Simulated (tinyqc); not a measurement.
CIS and TDHF on RHF in the sto-6g basis, for H3-, spin multiplicity 1, step by step. The basis has no diffuse functions, so it cannot describe the extra electron: this is an exercise in the method, not the real anion. Computed by tinyqc, a small Python program that keeps every step (integrals from PySCF). Settings: charge = -1, multiplicity = 1, basis = sto-6g, method = RHF, energy threshold = 1e-10, iteration cap = 75, orthogonalisation = symmetric, start = atomic densities, DIIS depth = 6, TDHF = 1. Command: `OMP_NUM_THREADS=1 python tinyqc.py 22697 22698 out.jsonl` (the two numbers bound the seeds that draw the settings). One thread of a shared host (Intel(R) Xeon(R) Processor @ 2.60GHz), about 0.06 s of CPU time with the checks. The early iterations of the SCF are left out here.

## One-electron integrals

Geometry (angstrom):
```
atom         x         y          z
H     0.000000  0.000000   0.000000
H     0.000000  0.000000   0.754000
H     0.000000  0.752000  -0.059000
```

Basis sto-6g: exponents (1/bohr^2) and contraction coefficients of normalised primitives:
```
element  l (shell)   exponent  coefficient
H            s (1)  35.523221     0.009164
H            s (1)   6.513144     0.049361
H            s (1)   1.822143     0.168538
H            s (1)   0.625955     0.370563
H            s (1)   0.243077     0.416492
H            s (1)   0.100112     0.130334
```

Overlap, kinetic and nuclear-attraction integrals over the contracted functions; the nuclear repulsion is the sum of Za Zb / Rab.

nuclear repulsion = 1.88119237 hartree

overlap S, order 1H 1s, 2H 1s, 3H 1s:
$$\begin{pmatrix}
1.000000 & 0.650586 & 0.650383 \\
0.650586 & 1.000000 & 0.435889 \\
0.650383 & 0.435889 & 1.000000
\end{pmatrix}$$

kinetic energy T (hartree), order 1H 1s, 2H 1s, 3H 1s:
$$\begin{pmatrix}
0.768522 & 0.226746 & 0.226564 \\
0.226746 & 0.768522 & 0.077479 \\
0.226564 & 0.077479 & 0.768522
\end{pmatrix}$$

nuclear attraction V (hartree), order 1H 1s, 2H 1s, 3H 1s:
$$\begin{pmatrix}
-2.529606 & -1.540548 & -1.539951 \\
-1.540548 & -2.352942 & -0.981170 \\
-1.539951 & -0.981170 & -2.352744
\end{pmatrix}$$

core Hamiltonian H = T + V (hartree), order 1H 1s, 2H 1s, 3H 1s:
$$\begin{pmatrix}
-1.761084 & -1.313802 & -1.313387 \\
-1.313802 & -1.584420 & -0.903691 \\
-1.313387 & -0.903691 & -1.584222
\end{pmatrix}$$

## Two-electron integrals

Functions are numbered as in S; the eight-fold symmetry (ij|kl) = (ji|kl) = (kl|ij) leaves the list below.

Two-electron integrals (ij|kl) in chemists' order, unique and non-zero (hartree):
```
(11|11) 0.774999   (21|11) 0.436458   (21|21) 0.288097   (22|11) 0.564736
(22|21) 0.436458   (22|22) 0.774999   (31|11) 0.436282   (31|21) 0.251331
(31|22) 0.331991   (31|31) 0.287895   (32|11) 0.261628   (32|21) 0.173253
(32|22) 0.262771   (32|31) 0.173202   (32|32) 0.118395   (33|11) 0.564619
(33|21) 0.332056   (33|22) 0.444468   (33|31) 0.436282   (33|32) 0.262771
(33|33) 0.774999
```

## Orthogonalisation

S = U s U^T; symmetric (Loewdin) form X = U s^(-1/2) U^T, so that X^T S X = 1.

eigenvalues of S: [0.272555, 0.564111, 2.163334]

X, order 1H 1s, 2H 1s, 3H 1s:
$$\begin{pmatrix}
1.440095 & -0.425214 & -0.424932 \\
-0.425214 & 1.243452 & -0.088087 \\
-0.424932 & -0.088087 & 1.243229
\end{pmatrix}$$

## Iteration 8 (converged): orbitals

converged F (hartree), order 1H 1s, 2H 1s, 3H 1s:
$$\begin{pmatrix}
-0.021405 & -0.294735 & -0.294601 \\
-0.294735 & 0.065596 & -0.181736 \\
-0.294601 & -0.181736 & 0.065828
\end{pmatrix}$$

Diagonalise F' = X^T F X, C = X C', fill 2 alpha and 2 beta electrons from the bottom; D = 2 C_occ C_occ^T. Each column has its largest component positive (the first on a tie).

F' = X^T F X (hartree):
$$\begin{pmatrix}
0.635199 & -0.526821 & -0.526456 \\
-0.526821 & 0.427480 & -0.011213 \\
-0.526456 & -0.011213 & 0.427398
\end{pmatrix}$$

orbital energies (hartree): MO1 -0.227072, MO2 0.438652, MO3 1.278496

coefficients C, order 1H 1s, 2H 1s, 3H 1s:
$$\begin{pmatrix}
0.486404 & -0.000093 & 1.482787 \\
0.340514 & -0.941243 & -0.856067 \\
0.340189 & 0.941680 & -0.855252
\end{pmatrix}$$

D after iteration 8, order 1H 1s, 2H 1s, 3H 1s:
$$\begin{pmatrix}
0.473178 & 0.331429 & 0.330764 \\
0.331429 & 2.003777 & -1.541021 \\
0.330764 & -1.541021 & 2.004979
\end{pmatrix}$$

## Convergence

Stop when the energy changes by less than 1e-10 hartree and every element of the error matrix X^T (F D S - S D F) X is below 3e-06.

Course of the cycle:
```
iteration  E (hartree)     change  largest element of the error matrix
1          -1.69210517          -                             7.42e-02
2          -0.97350523   7.19e-01                             6.42e-02
3          -0.30143592   6.72e-01                             7.59e-01
4          -0.97631859  -6.75e-01                             2.24e-02
5          -0.97665999  -3.41e-04                             7.64e-03
6          -0.97670493  -4.49e-05                             1.13e-05
7          -0.97670493  -6.22e-11                             6.84e-06
8          -0.97670493  -3.02e-11                             2.77e-06
```

PySCF RHF in the same basis = -0.97670493 hartree

Converged in 8 iterations.

## Integrals over molecular orbitals

(pq|rs) = sum C_ip C_jq C_kr C_ls (ij|kl), one index at a time.

one-electron integrals over orbitals h = C^T H C (hartree):
$$\begin{pmatrix}
-1.862925 & -0.000025 & -0.053444 \\
-0.000025 & -1.206552 & 0.000010 \\
-0.053444 & 0.000010 & -0.848684
\end{pmatrix}$$

Two-electron integrals over orbitals (pq|rs), unique and non-zero (hartree):
```
(11|11) 0.627267    (21|11) -0.000079   (21|21) 0.144496    (22|11) 0.576541
(22|21) 0.000104    (22|22) 0.636618    (31|11) 0.053405    (31|21) 0.000033
(31|22) -0.053678   (31|31) 0.139133    (32|11) 0.000052    (32|21) -0.107395
(32|22) -0.000081   (32|31) -0.000051   (32|32) 0.102518    (33|11) 0.625845
(33|21) -0.000088   (33|22) 0.558570    (33|31) 0.096725    (33|32) 0.000058
(33|33) 0.677395
```

## CIS matrix, singlets

A(ia,jb) = (e_a - e_i) d_ij d_ab + 2 (ia|jb) - (ij|ab).

CIS matrix A, singlet (hartree), order 1>3, 2>3:
$$\begin{pmatrix}
1.157988 & -0.000015 \\
-0.000015 & 0.486310
\end{pmatrix}$$

## CIS singlet states

dipole integrals <i|r|a> (bohr), order 1>3, 2>3:
$$\begin{pmatrix}
0.000000 & -0.552986 & -0.511810 \\
0.000000 & -0.499547 & 0.540093
\end{pmatrix}$$

Diagonalise A (1 hartree = 27.211386 eV); each vector has its largest component positive (the first on a tie). The transition dipole is mu = sqrt2 sum c_ia <i|r|a>.

singlet excitation energies (eV): [13.233159, 31.510463]

lowest vectors, order 1>3, 2>3:
$$\begin{pmatrix}
0.000022 & 1.000000 \\
1.000000 & -0.000022
\end{pmatrix}$$

oscillator strengths 2/3 w |mu|^2: [0.350952, 0.876587]

## TDHF (RPA) singlet states

B(ia,jb) = 2 (ia|jb) - (ib|ja); the squared energies are the eigenvalues of (A - B)(A + B); 1 hartree = 27.211386 eV.

TDHF matrix B, singlet (hartree), order 1>3, 2>3:
$$\begin{pmatrix}
0.139133 & -0.000051 \\
-0.000051 & 0.102518
\end{pmatrix}$$

squared energies w^2 (hartree^2): [0.225987, 1.321579]

TDHF energies from the positive w^2 (eV): [12.935778, 31.282192]

## CIS matrix, triplets

A(ia,jb) = (e_a - e_i) d_ij d_ab - (ij|ab).

CIS matrix A, triplet (hartree), order 1>3, 2>3:
$$\begin{pmatrix}
0.879723 & 0.000088 \\
0.000088 & 0.281274
\end{pmatrix}$$

## CIS triplet states

Diagonalise A (1 hartree = 27.211386 eV); each vector has its largest component positive (the first on a tie).

triplet excitation energies (eV): [7.653857, 23.938477]

lowest vectors, order 1>3, 2>3:
$$\begin{pmatrix}
-0.000147 & 1.000000 \\
1.000000 & 0.000147
\end{pmatrix}$$

## TDHF (RPA) triplet states

B(ia,jb) = - (ib|ja); the squared energies are the eigenvalues of (A - B)(A + B); 1 hartree = 27.211386 eV.

TDHF matrix B, triplet (hartree), order 1>3, 2>3:
$$\begin{pmatrix}
-0.139133 & 0.000051 \\
0.000051 & -0.102518
\end{pmatrix}$$

squared energies w^2 (hartree^2): [0.068605, 0.754554]

TDHF energies from the positive w^2 (eV): [7.127368, 23.637194]
